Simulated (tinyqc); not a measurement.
Plane-wave Kohn-Sham cycle with exchange-only LDA in a layered model solid, step by step. One step of it, computed by the program tinyqc.

Question. Iteration 2: levels at that k. Diagonalise the Hermitian matrix.

H (hartree), lower triangle:
```
,-3,-2,-1,+0,+1,+2,+3
-3,3.221902
-2,-0.072020,1.182727
-1,0.092274,-0.072020,0.049853
+0,0.000707,0.092274,-0.072020,-0.176722
+1,-0.000072,0.000707,0.092274,-0.072020,0.503003
+2,0.000023,-0.000072,0.000707,0.092274,-0.072020,2.089027
+3,0.000000,0.000023,-0.000072,0.000707,0.092274,-0.072020,4.581351
```

Give: eigenvalues.

Answer.

eigenvalues (hartree): -0.208  0.036  0.524  1.191  2.094  3.227  4.586
